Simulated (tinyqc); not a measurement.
# Delay unit and parasitic delay from two ring oscillators

Problem. A ring of 51 inverters oscillates at 1/(2 x 51 d), with stage delay d = tau (h + p) for fan-out h. Find tau, p and the delay at fan-out 4.

frequencies of 51-stage ring oscillators with fan-out 1 and 4 (GHz): 0.64493544  0.30127535

Answer. d is a straight line in h with slope tau and intercept tau p.

tau = 5.78 ps
p = 1.63
delay at fan-out 4 = 32.5 ps

tinyqc, about 0.01 s, one thread, Intel Xeon 2.30GHz (shared host): `OMP_NUM_THREADS=1 python tinyqc.py 2082193 2082194 out.jsonl`
